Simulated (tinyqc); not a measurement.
What moves the results: Slater-Koster d bands of an fcc metal. A value that a table varies takes the place of the one given here.

Slater-Koster d bands. For a bond with direction cosines (l, m, n) the 5 x 5 block is dds Ps + ddp Pp + ddd (1 - Ps - Pp), the projectors on sigma, pi and delta states about the bond; for instance <xy|xy> = 3 l^2 m^2 dds + (l^2 + m^2 - 4 l^2 m^2) ddp + (n^2 + l^2 m^2) ddd, <xy|yz> = 3 l m^2 n dds + l n (1 - 4 m^2) ddp + l n (m^2 - 1) ddd and <3z2-r2|3z2-r2> = (n^2 - (l^2 + m^2)/2)^2 dds + 3 n^2 (l^2 + m^2) ddp + (3/4)(l^2 + m^2)^2 ddd. H(k) sums the blocks times cos(k.R) over the neighbours; the d level is the zero of energy; k in 2 pi/a.

Neighbours: twelve at (a/2)(1,1,0) and equivalents.

Mesh: k = f1 b1 + f2 b2 + f3 b3 with fractions (j + 1/2)/N, j = 0 to N - 1, and b = (-1,1,1), (1,-1,1), (1,1,-1) for fcc, (0,1,1), (1,0,1), (1,1,0) for bcc, unit vectors for simple cubic. The lowest Nd/10 of all levels are filled with two electrons each; the bond energy is their sum per atom.

Parameters, chosen for this exercise (of the size met in Ru; shifted at random, so the results belong to these values and not to a real crystal):

| symbol | value | unit | meaning |
|---|---|---|---|
| dds | -1.028 | eV | dd sigma |
| ddp | 0.463 | eV | dd pi |
| ddd | -0.134 | eV | dd delta |
| N | 8 |  | mesh |
| f2 | 0.487 |  | factor for second neighbours in bcc |

## Band filling: full bands against the rectangular model

W = sqrt(12 mu2) with mu2 the mean square level on the mesh; rectangular model: Fermi level W (Nd/10 - 1/2), bond energy -W Nd (10 - Nd)/20. The Fermi level of the mesh is the highest filled level.

Per atom (eV):

| Nd | EF, bands | bond energy, bands | EF, rectangle | bond energy, rectangle |
|---|---|---|---|---|
| 1 | -2.421 | -3.035 | -2.648 | -2.979 |
| 2 | -2.004 | -5.215 | -1.986 | -5.296 |
| 3 | -1.428 | -6.855 | -1.324 | -6.950 |
| 4 | -0.926 | -8.028 | -0.662 | -7.943 |
| 5 | 0.101 | -8.432 | 0.000 | -8.274 |
| 6 | 0.955 | -8.008 | 0.662 | -7.943 |
| 7 | 1.440 | -6.827 | 1.324 | -6.950 |
| 8 | 2.003 | -5.123 | 1.986 | -5.296 |
| 9 | 2.552 | -2.834 | 2.648 | -2.979 |

W = 6.619 eV
full width on the mesh = 7.531 eV

The bond energy is deepest at Nd = 5 (-8.432 eV); the rectangle has its minimum at 5. The two differ most at Nd = 8, by 0.173 eV or 2 % of the deepest value: the second moment fixes the parabola, and higher moments the rest. At Nd = 3 and 7 the bands give -6.855 and -6.827 eV, a skew towards less than half filling.

## Which lattice a d-band metal prefers

fcc has twelve neighbours, bcc eight and six (the six times f2), simple cubic six. The integrals of bcc and sc are scaled so that all three have the second moment of fcc, which stands for equal repulsion (structural energy difference theorem). s and p electrons are left out.

Bond energy per atom:

| Nd | fcc (eV) | bcc - fcc (meV) | sc - fcc (meV) |
|---|---|---|---|
| 1 | -3.035 | 187 | -326 |
| 2 | -5.215 | 71 | -171 |
| 3 | -6.855 | -247 | 118 |
| 4 | -8.028 | -359 | 626 |
| 5 | -8.432 | 22 | 808 |
| 6 | -8.008 | 383 | 605 |
| 7 | -6.827 | 352 | 91 |
| 8 | -5.123 | 106 | -263 |
| 9 | -2.834 | -176 | -527 |

scale factors: bcc 1.1285, sc 1.4142

mu3/mu2^1.5: fcc -0.070, bcc -0.068, sc 0.000

mu4/mu2^2: fcc 1.784, bcc 1.723, sc 2.695

largest change of a difference when N is raised to 14 = 51 meV

fcc is lowest for Nd = 5, 6 and 7. bcc is lowest for Nd = 3 and 4. sc is lowest for Nd = 1, 2, 8 and 9. bcc gains most on fcc at Nd = 4 (-359 meV). A small fourth moment marks a two-peaked band, which tends to favour fillings near one half; bcc has -3 % against fcc, and at Nd = 5 it lies +22 meV from fcc, which the fourth moment alone does not explain (differences of a few tens of meV are within the error of the mesh; hcp is left out, and this d-only model can miss the lattice of the real metal). The third moments, from three-membered rings, skew the bands. That simple cubic wins anywhere comes from keeping d bands and equal second moments alone; no transition metal takes it. Differences below about 51 meV are within the error of this mesh, and the s and p electrons left out weigh most where the d band is nearly empty or full.

## What each integral does

Levels at Gamma, E(t2g) = 3 dds + 4 ddp + 5 ddd, E(eg) = 1.5 dds + 6 ddp + 4.5 ddd, and W = sqrt(12 mu2), the width of a rectangular band with the same second moment mu2 = z (dds^2 + 2 ddp^2 + 2 ddd^2)/5, z = 12. Each row changes one parameter from the base and keeps the others.

Results:

| case | t2g (eV) | eg (eV) | W (eV) |
|---|---|---|---|
| base | -1.9020 | 0.6330 | 6.6195 |
| dds = -1.1822 eV | -2.3646 | 0.4017 | 7.3234 |
| ddp = 0.5324 eV | -1.6244 | 1.0494 | 6.9135 |
| ddd = -0.1139 eV | -1.8015 | 0.7235 | 6.5977 |

The largest shifts from the base row, up to three for each result and ties (the steps differ in size, so this ranks the rows, not the parameters). t2g (eV): dds -0.4626, ddp +0.2776, ddd +0.1005. eg (eV): ddp +0.4164, dds -0.2313, ddd +0.0904. W (eV): dds +0.7040, ddp +0.2940, ddd -0.0217. The ratio of the shifts of t2g and eg names the integral: 3 : 1.5 for dds, 4 : 6 for ddp, 5 : 4.5 for ddd.

tinyqc: `OMP_NUM_THREADS=1 python tinyqc.py 1480171 1480172 out.jsonl`; about 0.03 s, one thread, shared Intel(R) Xeon(R) Processor @ 2.30GHz.
